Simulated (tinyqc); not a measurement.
Thin-film resistivity, exact integral against the thick limit.

Fuchs-Sondheimer for a film of thickness d, k = d/lam: rho0/rho = 1 - (3 (1 - ps)/(2 k)) int_1^infinity (t^-3 - t^-5)(1 - exp(-k t))/(1 - ps exp(-k t)) dt; thick limit rho/rho0 = 1 + 3 (1 - ps)/(8 k).

Parameters, values chosen for the exercise; metal values close to those of copper: bulk resistivity rho0 = 1.72 uohm cm; bulk mean free path lam = 39.3 nm; specular share of surface scattering ps = 0.

Thin-film resistivity, exact integral against the thick limit:
```
d (nm),k,"rho/rho0, exact",thick limit,error of the limit (%),rho (uohm cm)
2,0.05089,7.630,8.369,9.68,13.12
3.8,0.09669,4.890,4.878,-0.234,8.410
7.4,0.1883,3.208,2.992,-6.76,5.518
14,0.3562,2.255,2.053,-8.97,3.879
28,0.7125,1.651,1.526,-7.53,2.839
54,1.374,1.331,1.273,-4.39,2.290
100,2.545,1.170,1.147,-1.89,2.012
200,5.089,1.079,1.074,-0.538,1.857
390,9.924,1.039,1.038,-0.143,1.788
```

rho/rho0 falls from 7.63 to 1.04. The error of the thick limit goes from 9.7 through a minimum of -9.0 (at d = 14 nm among the rows listed) to -0.14 %; it stays within 5 % for k of 1.374 and above among the rows listed. The change of sign at small k is a crossing of two different laws, not agreement.

Program tinyqc, `OMP_NUM_THREADS=1 python tinyqc.py 2100098 2100099 out.jsonl`; Intel Xeon 2.30GHz, shared host, one thread, about 0.01 s.
